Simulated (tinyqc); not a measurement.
# Worked calculation: transistor under a ferroelectric capacitor (negative capacitance), static model

Numbers from tinyqc (`OMP_NUM_THREADS=1 python tinyqc.py 2860058 2860059 out.jsonl`; about 0.02 s on one thread of a shared Intel Xeon 2.30GHz). Printed values are rounded.

A ferroelectric film of thickness tf lies between the gate and an inner metal at potential v, which drives an ordinary transistor. One domain, P = Q (background permittivity neglected): Vg = v + tf (2 al Q + 4 be Q^3), al = -3 sqrt(3) Ec/(4 Pr), be = 3 sqrt(3) Ec/(8 Pr^3). Gate charge Q(v) = Qi + Cp v with the channel charge Qi = Cox n Vt ln(1 + exp((v - VT)/(n Vt))). Q in uC/cm^2, E in kV/cm; 1 nm times 1 kV/cm is 1e-4 V. Domains, leakage and the switching time are left out.

Values chosen for this exercise; Pr and Ec close to those of hafnium oxide based films:
- T = 300 K (temperature)
- Pr = 24 uC/cm^2 (remanent polarisation)
- Ec = 1000 kV/cm (coercive field)
- Cox = 2.2 uF/cm^2 (capacitance of the inner oxide)
- Cp = 0.21 uF/cm^2 (overlap capacitance per gate area)
- VT = 0.29 V (threshold of the inner transistor)
- n = 1.2 (subthreshold factor of the inner transistor)
- tf = 27 nm (ferroelectric thickness)
- Vg = 0.63 V (gate voltage)

Constants: q = 1.602176634e-19 C, kB = 1.380649e-23 J/K, Vt = kB T/q. Results are converted to the units shown.

## Landau coefficients and capacitance at zero charge

al = -3 sqrt(3) Ec/(4 Pr), be = 3 sqrt(3) Ec/(8 Pr^3); C_FE(0) = 1/(2 al tf); far below threshold the gain is 1/(1 + 2 al tf Cp) near Q = 0 and the swing n Vt ln 10/gain.

al = -54.1266 kV cm/uC
be = 0.0469849 kV cm^5/uC^3
C_FE(0) = -3.42133 uF/cm^2
gain near Q = 0 = 1.06539
swing = 67.0473 mV/decade

The swing is still above Vt ln 10 = 59.5 mV a decade; without the film it is 71.4.

## Gate voltage against inner potential

v, point 0 to 8 (V): 0  0.1  0.2  0.3  0.4  0.5  0.6  0.7  0.8

Q(v) and Vg(v) as above. C = dQ/dv = Cox/(1 + exp(-(v - VT)/(n Vt))) + Cp; dVg/dv = 1 + C tf (2 al + 12 be Q^2); gain = dv/dVg.

```
point  Q (uC/cm^2)  C (uF/cm^2)     Vg (V)    dVg/dv
0          0.00001     0.210192  -0.000002  0.938564
1          0.02115     0.214804   0.093818  0.937217
2          0.04565     0.324615   0.186657  0.905121
3          0.12219      1.48577   0.264287  0.565767
4          0.32794      2.34832   0.304166  0.314009
5          0.56708      2.40748   0.334345  0.297513
6          0.80800      2.40990   0.364102  0.298021
7          1.04900      2.41000   0.393980  0.299635
8          1.29000      2.41000   0.424043  0.301702
```

dVg/dv is positive at all listed points; its smallest value, 0.298, means a gain of 3.36. Minimising dVg/dv over v puts the thickness at which the fold first appears at 38.4 nm.

## Iteration 1: inner potential by Newton steps

v at the start = 0.63 V

f = v + tf (2 al Q + 4 be Q^3) - Vg, f' = 1 + C tf (2 al + 12 be Q^2) with C = Cox/(1 + exp(-(v - VT)/(n Vt))) + Cp; v(new) = v - f/f'.

Q = 0.880301 uC/cm^2
f = -0.256951 V
f' = 0.298451
v after iteration 1 = 1.49095 V

## Iteration 2: inner potential by Newton steps

As before.

Q = 2.95519 uC/cm^2
f = 0.0102929 V
f' = 0.327637
v after iteration 2 = 1.45954 V

## Course of the iteration: inner potential by Newton steps

Stop when v changes by less than 1e-10 V, or after 30 iterations.

Course of the iteration:
```
iteration    v (V)  |change| (V)
1          1.49095         0.861
2          1.45954        0.0314
3          1.45946       7.84e-5
4          1.45946      4.80e-10
5          1.45946             0
```

Converged in 5 iterations. At the end the number of correct digits about doubles with each step. There dVg/dv = 0.326, a gain of 3.07.
